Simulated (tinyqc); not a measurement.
Physical sputtering: collision-cascade yield, angular dependence, faceting and resputtering in deposition: one step, computed by the program tinyqc. Command: `OMP_NUM_THREADS=1 python tinyqc.py 3020447 3020448 out.jsonl sputter walk`. One thread of a shared host (Intel(R) Xeon(R) Processor @ 2.30GHz), about 0.01 s of CPU time with the checks.

Ions start collision cascades; atoms that reach the surface with more than U leave. The target is amorphous or fine-grained.

Task: Yield at normal incidence. gamma = 4 M1 M2/(M1 + M2)^2; threshold E_th = 6.7 U/gamma for M1 >= M2, else U (1 + 5.7 M1/M2)/gamma. eps = 0.03255 M2 E/(Z1 Z2 (M1 + M2) z), z = (Z1^(2/3) + Z2^(2/3))^(1/2), E in eV; s_n = 3.441 sqrt(eps) ln(eps + 2.718)/(1 + 6.355 sqrt(eps) + eps (6.882 sqrt(eps) - 1.708)); S_n = 84.78 Z1 Z2 M1 s_n/((M1 + M2) z) in eV angstrom^2; alpha = 0.249 (M2/M1)^0.56 + 0.0035 (M2/M1)^1.5 for M1 <= M2, else 0.0875 (M2/M1)^(-0.15) + 0.165 M2/M1; Y0 = 0.042 Q alpha S_n/U [1 - sqrt(E_th/E)]^2.5 (the electronic-loss factor of the full formula is dropped). Erosion rate = Y0 J/(e N); 1 cm^2 = 1e14 nm^2.

Inputs (values chosen for the exercise, modelled on krypton ions on germanium):
```
quantity                  value     unit
ion Z1                       36        -
ion mass M1                83.8        u
target Z2                    32        -
target mass M2             72.6        u
surface binding energy U   3.85       eV
target density N           44.2   1/nm^3
fit factor Q               0.54        -
ion energy E               2600       eV
current density J          0.11  mA/cm^2
```

Constants: e = 1.602176634e-19 C.

Give: energy transfer factor gamma; threshold E_th; reduced energy eps; nuclear stopping S_n; alpha; yield Y0; erosion rate.

Result:

energy transfer factor gamma = 0.9949

threshold E_th = 25.93 eV

reduced energy eps = 0.007445

nuclear stopping S_n = 2208 eV angstrom^2

alpha = 0.2324

yield Y0 = 2.324 atoms per ion

erosion rate = 21.66 nm/min

The threshold factor is 0.769; the energy cost is 1120 eV per removed atom, 291 times U.
